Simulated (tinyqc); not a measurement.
## Well width from the intersubband spacing

Problem. In an empty well of width L and depth Vb, level k solves kw L/2 = (k - 1) pi/2 + arctan(sqrt((mw/mb)(Vb - E)/E)) with kw = sqrt(mw E/C), C = hbar^2/(2 m0). Find L, E1 and E2 from the spacing.

Inputs (values chosen for the exercise); material values close to those of GaN in AlGaN: mass along z in the well mw = 0.201 m0; mass along z in the barriers mb = 0.247 m0; barrier height Vb = 0.395 eV.

Constants: q = 1.602176634e-19 C, hbar = 1.054571817e-34 J s, m0 = 9.1093837015e-31 kg, hbar^2/(2 m0) = 0.0380998212 eV nm^2. Results are converted to the units shown.

E2 - E1 = 71.393223 meV

Solution. Both levels are solved for trial widths until their difference matches. A second level is bound only for L above 2.18 nm, and over that range one width gives this spacing.

L = 7.28 nm
E1 = 24.0 meV
E2 = 95.4 meV

tinyqc, about 0.1 s, one thread, Intel Xeon 2.30GHz (shared host): `OMP_NUM_THREADS=1 python tinyqc.py 2140042 2140043 out.jsonl`
